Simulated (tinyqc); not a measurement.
From results to parameters: Luttinger model of the valence bands. Computed by the program tinyqc.

Problem. In the four-band Luttinger model 1/m = g1 -/+ 2 g2 along [100] and g1 -/+ 2 g3 along [111]. Find g1, g2, g3 and the light hole mass along [111].

heavy and light hole masses along [100] (electron masses): 0.218341  0.107991
heavy hole mass along [111] = 0.326797 electron masses

Solution. The mean of the two inverse masses along [100] is g1 and a quarter of their difference is g2; g3 = (g1 - 1/m_hh[111])/2.

g1, g2, g3: 6.9200  1.1700  1.9300
light hole mass along [111] = 0.0928 electron masses
